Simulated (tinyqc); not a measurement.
Well width for a wanted wavelength.

Problem. The layer is x parts of the first compound and 1 - x of the second, grown coherently on the second as substrate and barrier. Rows of the table: lattice constant a, average valence level Ea on an absolute scale, spin-orbit splitting so, gaps at Gamma, X and L, hydrostatic deformation potentials av and ac (Gamma), shear potential b, elastic constants, electron and heavy-hole (along z) masses. All are interpolated linearly in x; gaps get -C x (1 - x), taken wholly in the conduction band; real line-ups can differ from this model by 0.1 eV or more. In-plane strain e = (a_substrate - a)/a, e_z = -2 (c12/c11) e, volume change 2 e + e_z. With v = 2 e + e_z and d = 2 b (e_z - e): Eav = Ea + av v; E_hh = Eav + so/3 - d/2; E_lh = Eav - so/6 + d/4 + sqrt(so^2 + so d + 9 d^2/4)/2; E_c = Ea + so/3 + EG + ac v (Gamma). Substrate: E_v = Ea + so/3, E_c = E_v + EG. Well depths: dEc = E_c(substrate) - E_c, dEhh = E_hh - E_v(substrate), dElh likewise; strained Gamma gap E_c - max(E_hh, E_lh); positive values confine carriers in the layer. Lowest level of a finite well of width Lw and depth V: kw Lw/2 = arctan(sqrt((mw/mb)(V - E)/E)), kw = sqrt(mw E/C), C = hbar^2/(2 m0), for electrons (dEc) and heavy holes (dEhh), mb from the substrate; transition E_c - E_hh + both levels, without exciton binding; wavelength h c/E. Find Lw and the two levels.

Values chosen for this exercise: fraction of the first compound in the layer x = 0.28; bowing of the Gamma gap CG = 0.1 eV; bowing of the X gap CX = 0.27 eV; bowing of the L gap CL = 0.27 eV.

Constants: q = 1.602176634e-19 C, hbar = 1.054571817e-34 J s, h = 6.62607015e-34 J s, m0 = 9.1093837015e-31 kg, c = 299792458 m/s, hbar^2/(2 m0) = 0.0380998212 eV nm^2. Results are converted to the units shown.

Binary compounds, values chosen for the exercise:

|  | close to InAs | close to InP |
|---|---|---|
| a (angstrom) | 6.058 | 5.869 |
| Ea (eV) | -6.67 | -7.04 |
| so (eV) | 0.384 | 0.108 |
| EG (eV) | 0.353 | 1.35 |
| EX (eV) | 1.36 | 2.2 |
| EL (eV) | 1.08 | 1.92 |
| av (eV) | 0.991 | 1.29 |
| ac (eV) | -5.09 | -5.05 |
| b (eV) | -1.79 | -1.72 |
| c11 (GPa) | 83 | 101 |
| c12 (GPa) | 45.9 | 55.5 |
| me (m0) | 0.0232 | 0.0812 |
| mh (m0) | 0.325 | 0.534 |

wavelength = 1093.1653 nm

Answer. Both levels fall steadily as the well widens, so the wavelength rises steadily and one width matches.

Lw = 5.700 nm
electron level = 50.77 meV
heavy-hole level = 15.02 meV

tinyqc, about 0.01 s, one thread, Intel Xeon 2.30GHz (shared host): `OMP_NUM_THREADS=1 python tinyqc.py 2690034 2690035 out.jsonl`
